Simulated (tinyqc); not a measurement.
Memristor with linear dopant drift, Biolek window: one step of the calculation.

A film of thickness D has a doped share x: R = Ron x + Roff (1 - x), i = v/R, dx/dt = k i F with k = mv Ron/D^2 and F = 1 - x^(2 p) for i >= 0 and 1 - (x - 1)^(2 p) for i < 0. The drive is v = V0 sin(2 pi f t). The model has no threshold and no heating.

Question. One Runge-Kutta step. Step h = 1/(12 f), from t = j h. With g(t, x) = dx/dt: k1 = g(t, x), k2 = g(t + h/2, x + h k1/2), k3 = g(t + h/2, x + h k2/2), k4 = g(t + h, x + h k3), x(new) = x + h (k1 + 2 k2 + 2 k3 + k4)/6.

Parameters, values chosen for the exercise:
```
symbol,value,unit,meaning
Ron,50,ohm,resistance of the fully doped film
Roff,16000,ohm,resistance of the undoped film
D,5,nm,film thickness
mv,3.2e-14,m^2/(V s),dopant mobility
V0,0.9,V,amplitude
p,2,,window exponent
f,11,Hz,frequency
```

x at step 2 = 0.30628695
j = 2

Find: k1..k4; x at step 3.

Answer.

k1..k4 (1/s): [4.4485, 5.0738, 5.0899, 5.4083]
x at step 3 = 0.34440

Computed by the program tinyqc: `OMP_NUM_THREADS=1 python tinyqc.py 2880029 2880030 out.jsonl`, one thread of a shared Intel Xeon 2.30GHz, about 0.1 s for the whole run.
